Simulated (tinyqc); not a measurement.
Inside a calculation. Method: harmonic frequencies on the RHF/sto-3g surface (energies and gradients from PySCF), for BeH2, spin multiplicity 1. Computed by tinyqc, a small Python program that keeps every step (integrals from PySCF). Settings: charge = 0, multiplicity = 1, basis = sto-3g, delta = 0.005. Command: `OMP_NUM_THREADS=1 python tinyqc.py 24850 24851 out.jsonl` (the two numbers bound the seeds that draw the settings). One thread of a shared host (Intel(R) Xeon(R) Processor @ 2.60GHz), about 2 s of CPU time with the checks.

## One row of the Hessian: 1Bey

optimised positions (bohr), order 1Be, 2H, 3H:
```
[[0.03270, 0.01827, -0.04665],
 [0.06160, 2.45684, -0.03485],
 [0.00396, -2.42030, -0.05834]]
```

gradient at +delta (hartree/bohr), order 1Be, 2H, 3H:
```
[[0.0000226, 0.0024024, 0.0000081],
 [-0.0000114, -0.0012059, -0.0000041],
 [-0.0000112, -0.0011965, -0.0000040]]
```

gradient at -delta (hartree/bohr), order 1Be, 2H, 3H:
```
[[-0.0000291, -0.0024013, -0.0000130],
 [0.0000145, 0.0011959, 0.0000065],
 [0.0000146, 0.0012054, 0.0000065]]
```

Displace 1Bey by +/-0.005 bohr; H(k, :) = (g(+) - g(-)) / (2 delta).

row of the Hessian (hartree/bohr^2): [0.0051732, 0.4803709, 0.0021084, -0.0025935, -0.2401858, -0.0010594, -0.0025797, -0.2401851, -0.0010490]

## Hessian by finite differences

All rows are made in the same way, and the matrix is symmetrised.

Hessian (symmetrised) (hartree/bohr^2), order 1Bex, 1Bey, 1Bez, 2Hx, 2Hy, 2Hz, 3Hx, 3Hy, 3Hz:
```
[[0.0427119, 0.0051731, 0.0000249, -0.0213565, -0.0025924, -0.0000125, -0.0213564, -0.0025807, -0.0000124],
 [0.0051731, 0.4803709, 0.0021083, -0.0025934, -0.2401858, -0.0010594, -0.0025796, -0.2401852, -0.0010490],
 [0.0000249, 0.0021083, 0.0426610, -0.0000125, -0.0010586, -0.0213309, -0.0000124, -0.0010497, -0.0213310],
 [-0.0213565, -0.0025934, -0.0000125, 0.0106954, 0.0026977, 0.0000131, 0.0106615, -0.0001042, -0.0000005],
 [-0.0025924, -0.2401858, -0.0010586, 0.0026977, 0.2383866, 0.0011017, -0.0001053, 0.0017992, -0.0000431],
 [-0.0000125, -0.0010594, -0.0213309, 0.0000131, 0.0011017, 0.0106688, -0.0000005, -0.0000423, 0.0106625],
 [-0.0213564, -0.0025796, -0.0000124, 0.0106615, -0.0001053, -0.0000005, 0.0106953, 0.0026849, 0.0000129],
 [-0.0025807, -0.2401852, -0.0010497, -0.0001042, 0.0017992, -0.0000423, 0.0026849, 0.2383860, 0.0010920],
 [-0.0000124, -0.0010490, -0.0213310, -0.0000005, -0.0000431, 0.0106625, 0.0000129, 0.0010920, 0.0106689]]
```

## Normal modes

masses (u): [9.01218, 1.00782, 1.00782]

Diagonalise H_ij / sqrt(m_i m_j); the 5 smallest eigenvalues belong to translations and rotations; wavenumber = sqrt(eigenvalue / 1822.888) x 219474.63; each mode has its largest component positive (the first on a tie); zero-point energy = sum of wavenumbers / 2, with 349.755 1/cm per kcal/mol.

eigenvalues of the mass-weighted Hessian (hartree/(bohr^2 u)): [0.00000, 0.00000, 0.00000, 0.00000, 0.00000, 0.02589, 0.02589, 0.23479, 0.29167]

harmonic wavenumbers of the vibrations (1/cm): [827.2, 827.2, 2490.8, 2776.2]

mass-weighted modes, order 1Bex, 1Bey, 1Bez, 2Hx, 2Hy, 2Hz, 3Hx, 3Hy, 3Hz:
```
[[-0.37837, 0.19895, 0.00001, -0.00505],
 [0.00543, -0.00053, 0.00000, -0.42749],
 [-0.19894, -0.37841, 0.00001, -0.00206],
 [0.56575, -0.29746, -0.00838, 0.00757],
 [-0.00815, 0.00079, -0.70704, 0.63918],
 [0.29745, 0.56580, -0.00342, 0.00309],
 [0.56575, -0.29747, 0.00834, 0.00754],
 [-0.00809, 0.00079, 0.70706, 0.63917],
 [0.29745, 0.56580, 0.00339, 0.00306]]
```

zero-point energy = 9.89457 kcal/mol

Within a degenerate level the vectors are fixed only up to a rotation; this is one choice.
